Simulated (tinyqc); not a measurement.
Drifting, spreading and decaying minority pulse (Haynes-Shockley), Crank-Nicolson time steps: one step of the calculation.

Low injection in a uniform field: dn/dt = D d2n/dx2 - v dn/dx - n/tau with D = mu Vt and v = mu F towards +x. Exact solution on an infinite bar for a Gaussian start at x0: n = N0 exp(-t/tau) exp(-(x - x0 - v t)^2/(2 s^2))/sqrt(2 pi s^2), s^2 = s0^2 + 2 D t.

Question. Densities after a time step. (L n)_i = a n_(i-1) + b n_i + c n_(i+1), n = 0 beyond the ends. Crank-Nicolson step: solve n(new) - L n(new)/2 = n + L n/2.

a = 1.7786751
b = -2.1765710
c = 0.26153226
n at t = 2 dt, node 1 to 11 (in units of 1e13 cm^-3): 0.0420536  0.1831906  0.5894808  1.3376838  2.6200414  4.2172367  4.5028803  3.4290936  2.1637743  1.2363936  0.6434994

Wanted: n at t = 3 dt.

Answer.

n at t = 3 dt, node 1 to 11 (in units of 1e13 cm^-3): 0.014  0.065  0.196  0.508  1.055  1.845  2.812  3.293  2.991  2.275  1.468

Numbers from tinyqc (`OMP_NUM_THREADS=1 python tinyqc.py 2310036 2310037 out.jsonl`; about 0.01 s on one thread of a shared Intel Xeon 2.30GHz).
